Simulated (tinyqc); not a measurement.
# Thermal resistances of a two-die stack

Question. Heat leaves through the lower die only, and the system is linear. Find the resistance R1 from the lower die to the coolant, R2 between the dies, and the rise of the upper die when both are powered.

Values chosen for this exercise: power of the lower die P1 = 15 W; power of the upper die P2 = 8.8 W.

rises of the lower and upper die with only the lower one powered (K): 8.85  8.85
rises of the lower and upper die with only the upper one powered (K): 5.192  8.272

Answer. With only the lower die powered no heat crosses R2, so both dies rise by P1 R1; the difference in the second test is P2 R2; rises add.

R1 = 0.590 K/W
R2 = 0.350 K/W
rise of the upper die = 17.1 K

Computed by the program tinyqc: `OMP_NUM_THREADS=1 python tinyqc.py 2162148 2162149 out.jsonl`, one thread of a shared Intel Xeon 2.30GHz, about 0.1 s for the whole run.
